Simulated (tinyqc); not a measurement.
Franz-Keldysh effect at a direct gap: one step. Absorption with and without the field. Four cases, with inputs chosen for the exercise.

Task: Put the factors in place of sqrt(E - Eg) in alpha_j and add the bands; a waveguide of length L changes its transmission by 4.343 (alpha(F) - alpha(0)) L dB.

Parabolic bands, vertical transitions, no excitons. For each hole band j: mr = me mj/(me + mj); joint density of states J_j(E) = (mr/c)^(3/2) sqrt(E - Eg)/(2 pi^2), both spins, c = hbar^2/2m0; averaged matrix element |e.p|^2 = m0 Ep/6; alpha_j(E) = 4 pi^2 alpha_f c Ep J_j/(3 nr E) in 1/angstrom (alpha_f the fine-structure constant, listed as alpha among the constants), times 1e8 for 1/cm.

Constants: hbar^2/2m0 = 3.80998211 eV angstrom^2; fine-structure constant alpha = 0.007297352564.

Give: alpha_j in the field; alpha(F); alpha(0); change of loss.

Case 1.

Values chosen (near those of GaAs; the results hold for these values, not for the real material):
- Eg = 1.411 eV (direct gap)
- me = 0.0662 m0 (electron mass)
- mhh = 0.498 m0 (heavy-hole mass)
- mlh = 0.0797 m0 (light-hole mass)
- Ep = 25.3 eV (Kane energy)
- nr = 3.65 (refractive index)
- E = 1.454 eV (photon energy)
- L = 110 micrometre (length of a waveguide)

Scales:
```
hole     mr (m0)  th (meV)  length (angstrom)
heavy  0.0584325  37.51900             41.688
light  0.0361627  44.02665             48.919
```

Factors:
```
hole           b     Ai(b)      Ai'(b)  factor (eV^(1/2))  without field
heavy  -1.146086  0.531058   0.0735911           0.199983       0.207364
light  -0.976681  0.535179  -0.0224998           0.184733       0.207364
```

Result:

alpha_j in the field (1/cm): heavy 3.36e+03, light 1.51e+03

alpha(F) = 4.87e+03 1/cm
alpha(0) = 5174 1/cm
change of loss = -14.8 dB

Without the field the loss over L is 247 dB, so this energy is of no use for a modulator. Above the gap the field lowers the absorption at this energy; the sign alternates with energy (Franz-Keldysh oscillations). Excitons, which add a sharp peak at low field, are left out.

Case 2.

Values chosen (near those of InGaAs; the results hold for these values, not for the real material):
- Eg = 0.744 eV (direct gap)
- me = 0.0403 m0 (electron mass)
- mhh = 0.463 m0 (heavy-hole mass)
- mlh = 0.0531 m0 (light-hole mass)
- Ep = 22.4 eV (Kane energy)
- nr = 3.54 (refractive index)
- E = 0.751 eV (photon energy)
- L = 35 micrometre (length of a waveguide)

Scales:
```
hole     mr (m0)  th (meV)  length (angstrom)
heavy  0.0370731  27.50614             61.125
light  0.0229115  32.29226             71.761
```

Factors:
```
hole           b     Ai(b)     Ai'(b)  factor (eV^(1/2))  without field
heavy  -0.254489  0.419830  -0.245914          0.0548800       0.083666
light  -0.216770  0.410482  -0.249605          0.0557928       0.083666
```

Result:

alpha_j in the field (1/cm): heavy 823, light 406

alpha(F) = 1.23e+03 1/cm
alpha(0) = 1863 1/cm
change of loss = -9.64 dB

Without the field the loss over L is 28 dB, so this energy is of no use for a modulator. Above the gap the field lowers the absorption at this energy; the sign alternates with energy (Franz-Keldysh oscillations). Excitons, which add a sharp peak at low field, are left out.

Case 3.

Values chosen (near those of InP; the results hold for these values, not for the real material):
- Eg = 1.333 eV (direct gap)
- me = 0.0786 m0 (electron mass)
- mhh = 0.604 m0 (heavy-hole mass)
- mlh = 0.0873 m0 (light-hole mass)
- Ep = 21.3 eV (Kane energy)
- nr = 3.34 (refractive index)
- E = 1.35 eV (photon energy)
- L = 220 micrometre (length of a waveguide)

Scales:
```
hole     mr (m0)  th (meV)  length (angstrom)
heavy  0.0695494  15.86545             58.761
light  0.0413609  18.86630             69.875
```

Factors:
```
hole           b     Ai(b)      Ai'(b)  factor (eV^(1/2))  without field
heavy  -1.071511  0.534885   0.0294993           0.121654       0.130384
light  -0.901078  0.532025  -0.0603947           0.111632       0.130384
```

Result:

alpha_j in the field (1/cm): heavy 2.63e+03, light 1.11e+03

alpha(F) = 3.73e+03 1/cm
alpha(0) = 4107 1/cm
change of loss = -35.8 dB

Without the field the loss over L is 392 dB, so this energy is of no use for a modulator. Above the gap the field lowers the absorption at this energy; the sign alternates with energy (Franz-Keldysh oscillations). Excitons, which add a sharp peak at low field, are left out.

Case 4.

Values chosen (near those of GaAs; the results hold for these values, not for the real material):
- Eg = 1.41 eV (direct gap)
- me = 0.0659 m0 (electron mass)
- mhh = 0.511 m0 (heavy-hole mass)
- mlh = 0.0858 m0 (light-hole mass)
- Ep = 25.3 eV (Kane energy)
- nr = 3.6 (refractive index)
- E = 1.621 eV (photon energy)
- L = 160 micrometre (length of a waveguide)

Scales:
```
hole     mr (m0)  th (meV)  length (angstrom)
heavy  0.0583722  72.17385             30.072
light  0.0372724  83.81455             34.923
```

Factors:
```
hole           b      Ai(b)    Ai'(b)  factor (eV^(1/2))  without field
heavy  -2.923496  -0.351524  0.397458           0.438226       0.459347
light  -2.517463  -0.124135  0.673673           0.448052       0.459347
```

Result:

alpha_j in the field (1/cm): heavy 6.68e+03, light 3.48e+03

alpha(F) = 1.02e+04 1/cm
alpha(0) = 10572 1/cm
change of loss = -28.5 dB

Without the field the loss over L is 735 dB, so this energy is of no use for a modulator. Above the gap the field lowers the absorption at this energy; the sign alternates with energy (Franz-Keldysh oscillations). Excitons, which add a sharp peak at low field, are left out.

Computed by tinyqc, one run a case: `OMP_NUM_THREADS=1 python tinyqc.py N N+1 out.jsonl` with N = 1651757, 1651822, 1651860, 1652090; one thread of a shared Intel(R) Xeon(R) Processor @ 2.30GHz, about 0.01 s a run at most.
